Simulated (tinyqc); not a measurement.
# Two-diode model of a solar cell: effects of single changes

J is the current delivered and Vj = V + J Rs the junction voltage. J = X JL - J01 (exp(Vj/(n1 Vt)) - 1) - J02 (exp(Vj/(2 Vt)) - 1) - Vj/Rp. The photocurrent does not depend on voltage.

Parameters, values chosen for the exercise; values of the order met in cells of CIGS: temperature T = 300 K; photocurrent at one sun JL = 37.3 mA/cm^2; concentration X = 1 suns; saturation current of the first diode J01 = 8.5e-15 A/cm^2; ideality factor of the first diode n1 = 1; series resistance Rs = 0 ohm cm^2; shunt resistance Rp = 70000 ohm cm^2; incident power at one sun Pin = 100 mW/cm^2; saturation current of the second diode (ideality 2) J02 = 1.6e-8 A/cm^2.

Constants: q = 1.602176634e-19 C, kB = 1.380649e-23 J/K, Vt = kB T/q. Results are converted to the units shown.

Each table varies one quantity; the others keep the values above.

## Effect of the saturation current of the second diode (ideality 2)

Jsc at V = 0, Voc at J = 0, the maximum power point where J (1 + 2 Rs G) = G Vj with G = -dJ/dVj; FF = Vmp Jmp/(Voc Jsc); efficiency Vmp Jmp/(X Pin). Empirical fill factor without parasitics FF0 = (v - ln(v + 0.72))/(v + 1), v = Voc/(n1 Vt).

The same in every row: Jsc (mA/cm^2) = 37.300.

Results:

| J02 (A/cm^2) | Voc (V) | Vmp (V) | Jmp (mA/cm^2) | FF | efficiency (%) | FF0 |
|---|---|---|---|---|---|---|
| 5e-10 | 0.75182 | 0.66563 | 35.803 | 0.84982 | 23.831 | 0.85391 |
| 5e-9 | 0.74531 | 0.64935 | 35.179 | 0.82171 | 22.843 | 0.85296 |
| 2e-8 | 0.72485 | 0.60947 | 34.512 | 0.77797 | 21.034 | 0.84989 |
| 5e-8 | 0.69358 | 0.56958 | 34.218 | 0.75336 | 19.490 | 0.84491 |
| 2e-7 | 0.62707 | 0.50456 | 33.830 | 0.72977 | 17.069 | 0.83299 |
| 5e-7 | 0.58004 | 0.46142 | 33.537 | 0.71526 | 15.475 | 0.82326 |
| 2e-6 | 0.50843 | 0.39673 | 32.997 | 0.69029 | 13.091 | 0.80573 |

Estimate the missing row, J02 = 2e-9 A/cm^2.

Computed row:

| J02 (A/cm^2) | Voc (V) | Vmp (V) | Jmp (mA/cm^2) | FF | efficiency (%) | FF0 |
|---|---|---|---|---|---|---|
| 2e-9 | 0.74964 | 0.66005 | 35.549 | 0.83915 | 23.464 | 0.85360 |

With this row back in the table: As J02 goes from 5e-10 to 2e-6, Voc falls from 0.752 to 0.508 V, FF falls from 0.850 to 0.690 and the efficiency falls from 23.8 to 13.1 %. Voc changes by -119 mV a decade between the last two rows and -3.62 mV between the first two.

## Effect of the concentration

Same model as above.

Result of one run:

| X (suns) | Jsc (mA/cm^2) | Voc (V) | Vmp (V) | Jmp (mA/cm^2) | FF | efficiency (%) | FF0 |
|---|---|---|---|---|---|---|---|
| 80 | 2984.0 | 0.86324 | 0.76983 | 2864.4 | 0.85605 | 27.564 | 0.86829 |

What becomes of these results when the concentration X is changed from 80 to 0.01 suns, all else the same?

Result of the changed run:

| X (suns) | Jsc (mA/cm^2) | Voc (V) | Vmp (V) | Jmp (mA/cm^2) | FF | efficiency (%) | FF0 |
|---|---|---|---|---|---|---|---|
| 0.01 | 0.37300 | 0.51832 | 0.40552 | 0.32640 | 0.68462 | 13.236 | 0.80838 |

The whole series:

| X (suns) | Jsc (mA/cm^2) | Voc (V) | Vmp (V) | Jmp (mA/cm^2) | FF | efficiency (%) | FF0 |
|---|---|---|---|---|---|---|---|
| 0.01 | 0.37300 | 0.51832 | 0.40552 | 0.32640 | 0.68462 | 13.236 | 0.80838 |
| 0.04 | 1.4920 | 0.58898 | 0.47109 | 1.3397 | 0.71818 | 15.778 | 0.82521 |
| 0.1 | 3.7300 | 0.63345 | 0.51404 | 3.3865 | 0.73675 | 17.408 | 0.83422 |
| 0.5 | 18.650 | 0.70364 | 0.58778 | 17.194 | 0.77011 | 20.212 | 0.84655 |
| 2 | 74.600 | 0.75430 | 0.64668 | 69.644 | 0.80037 | 22.519 | 0.85427 |
| 6 | 223.80 | 0.78944 | 0.68822 | 211.03 | 0.82206 | 24.206 | 0.85914 |
| 20 | 746.00 | 0.82481 | 0.72846 | 710.27 | 0.84088 | 25.870 | 0.86370 |
| 80 | 2984.0 | 0.86324 | 0.76983 | 2864.4 | 0.85605 | 27.564 | 0.86829 |
| 300 | 11190 | 0.89866 | 0.80634 | 10796 | 0.86570 | 29.018 | 0.87224 |

As X goes from 0.01 to 300, Voc rises from 0.518 to 0.899 V, FF rises from 0.685 to 0.866 and the efficiency rises from 13.2 to 29.0 %. Voc gains 61.7 mV a decade at the top and 117 mV at the bottom (n1 Vt ln 10 = 59.5 mV).

tinyqc, about 0.01 s, one thread, Intel Xeon 2.30GHz (shared host): `OMP_NUM_THREADS=1 python tinyqc.py 2280015 2280016 out.jsonl`
